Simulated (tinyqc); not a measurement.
Off-state leakage of single and stacked transistors: one step of the calculation.

n-channel devices of unit width. Subthreshold current I(Vg, Vs, Vd) = I0 (T/300 K)^0.5 exp[(Vg - Vs - VT(T) - gb (Vs - Vb) + dd (Vd - Vs))/(nf Vt)] (1 - exp(-(Vd - Vs)/Vt)), VT(T) = VT - cT (T - 300 K). Gate-edge tunnelling Ig (Vd/1 V) exp(ag (Vd - 1 V)), for a gate at 0 V, and band-to-band leakage Ab u exp(-Bb/u), u = Vd - Vb + 1 V, flow at a drain held at V; both are taken as independent of T. In a stack of off transistors (all gates at 0 V) the same subthreshold current passes through each.

Task. Leakage of one transistor. Vg = Vs = 0, Vd = V; effective threshold VT(T) - gb Vb - dd V.

Parameters, values chosen for the exercise; values of the order met in bulk silicon logic transistors:

| symbol | value | unit | meaning |
|---|---|---|---|
| T | 378 | K | temperature |
| V | 0.9 | V | supply voltage |
| VT | 0.46 | V | threshold at 300 K, zero drain and body bias |
| cT | 0.7 | mV/K | fall of the threshold with temperature |
| I0 | 0.79 | uA/um | current at threshold at 300 K |
| nf | 1.46 |  | slope factor |
| dd | 0.16 |  | drain-induced lowering per volt |
| gb | 0.09 |  | rise of the threshold per volt of source-body bias |
| Ig | 4e-6 | uA/um | gate-edge tunnelling current at 1 V |
| ag | 4.4 | 1/V | exponential slope of the gate current |
| Ab | 2 | uA/(um V) | prefactor of band-to-band leakage at the drain |
| Bb | 29 | V | its exponential voltage |
| Vb | -0.6 | V | body voltage |

Constants: q = 1.602176634e-19 C, kB = 1.380649e-23 J/K, Vt = kB T/q. Results are converted to the units shown.

Give: effective threshold; parts; total; shares.

Result.

effective threshold = 0.3154 V
parts (nA/um): subthreshold 1.168, gate edge 0.002319, band-to-band 0.04583
total = 1.217 nA/um
shares (%): subthreshold 96.04, gate edge 0.1906, band-to-band 3.767

The subthreshold part is the largest.

Program tinyqc, `OMP_NUM_THREADS=1 python tinyqc.py 2242042 2242043 out.jsonl`; Intel Xeon 2.30GHz, shared host, one thread, about 0.03 s.
